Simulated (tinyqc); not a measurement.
Interlayer thickness: switching kinetics of a ferroelectric film and the memory window of a ferroelectric gate stack. Computed by tinyqc, a small Python program. Command: `OMP_NUM_THREADS=1 python tinyqc.py 3024973 3024974 out.jsonl feswitch walk`. One thread of a shared host (Intel(R) Xeon(R) Processor @ 2.30GHz), about 0.02 s of CPU time with the checks.

Fields in MV/cm; 1 microcoulomb/cm^2 over eps_0 is 11.29409 MV/cm. In the stack (metal, ferroelectric, interlayer, channel) the channel is taken as a conductor.

Inputs (values chosen for the exercise, for a model hafnia-based film):
```
quantity                                 value               unit
saturation polarisation P_s                 15  microcoulomb/cm^2
ratio P_r/P_s                             0.76                  -
coercive field E_c                        0.96              MV/cm
permittivity of the ferroelectric eps_F     37                  -
thickness t_F                               16                 nm
permittivity of the interlayer eps_I       7.5                  -
share s of P screened by trapped charge   0.88                  -
pulse height V                             5.4                  V
breakdown field of the interlayer           15              MV/cm
```

Method. Series stack: V = E_F t_F + E_I t_I and eps_I E_I = eps_F E_F + (1 - s) P/eps_0. E_I is for P = +P_s at the pulse height, the depolarising field for P = +P_r at V = 0; V needed puts E_F = 1.5 E_c after switching.

Stack against t_I:
```
t_I (nm)  E_F after (MV/cm)  E_I (MV/cm)  depolarising field / E_c  V needed (V)
0.3                  3.0427       17.721                   0.03683        2.5984
0.5                  2.8508       16.775                   0.05810        2.7947
0.8                  2.5985       15.530                   0.08606        3.0892
1.2                  2.3151       14.132                   0.11748        3.4817
1.6                  2.0785       12.965                   0.14370        3.8743
2.0                  1.8780       11.976                   0.16592        4.2669
3.0                  1.4892       10.057                   0.20901        5.2484
```

What follows from these numbers?

Each nanometre of interlayer costs 0.98 V, against 0.14 V for a nanometre of ferroelectric. The depolarising field grows from 0.04 to 0.21 E_c. At E_F = 1.5 E_c the interlayer carries (1.5 eps_F E_c + (1 - s) P_s/eps_0)/eps_I = 9.8 MV/cm whatever its thickness. Caution: rows with E_I above the breakdown field of the interlayer cannot be reached without charge injection.
